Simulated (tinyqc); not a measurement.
How thick the regions must be: band offset from the macroscopic average of a supercell potential.

A model of the planar-averaged electrostatic energy of an electron in a periodic cell of N1 periods of A (L1 = N1 n1 h) and N2 periods of B (L2 = N2 n2 h), on z_j = j h: V(z) = f VA + (1 - f) VB + F t(z), VA = V1[0] + V1[1] cos(2 pi z/(n1 h)) + V1[2] cos(4 pi z/(n1 h)), VB the same with V2, n2 and z - L1. f = [tanh(z/w) - tanh((z - L1)/w) + tanh((z - L1 - L2)/w)]/2 + 1/2; t(z) = z - L1/2 in A and (L1/L2)(L1 + L2/2 - z) beyond, so that the cell is periodic.

Running mean over n points, periodic: for odd n the plain mean of the n points centred on j; for even n the n + 1 points with half weight at both ends. The macroscopic average applies the mean over n1 points and then over n2 points.

Parameters, chosen for this exercise (gaps near those of GaAs and Ge; shifted at random, so the results belong to these values and not to a real crystal): h = 0.35 angstrom (grid step); n1 = 6 (grid points per period of A); n2 = 7 (grid points per period of B); V1 = (-8.19, 3.53, -0.87) eV (mean and two harmonics of the potential in A); V2 = (-9.06, 1.91, -0.55) eV (the same in B); w = 0.46 angstrom (width of the interfaces).

N1 = N2 = N, no slope (F = 0); dV is read at j = floor(N n1/2) and N n1 + floor(N n2/2). The exact value is V2[0] - V1[0].

Results:

| N | L1 (angstrom) | dV (eV) | error (meV) |
|---|---|---|---|
| 1 | 2.10 | -0.1844 | 685.58 |
| 2 | 4.20 | -0.7784 | 91.61 |
| 3 | 6.30 | -0.8705 | -0.49 |
| 5 | 10.50 | -0.8700 | 0.00 |
| 6 | 12.60 | -0.8700 | 0.00 |

Give the missing row, N = 4.

Computed row:
```
N  L1 (angstrom)  dV (eV)  error (meV)
4           8.40  -0.8700         0.01
```

The error is below 10 meV from N = 3 on. The two windows together span 4.55 angstrom and must fit between the interface tails, which fall as exp(-2 z/w); the errors at N = 2, 3 and 4 are 91.61, -0.49 and 0.01 meV.

Run: tinyqc, `OMP_NUM_THREADS=1 python tinyqc.py 1880272 1880273 out.jsonl`; Intel(R) Xeon(R) Processor @ 2.30GHz, one thread, shared host; about 0.01 s of CPU time with all checks.
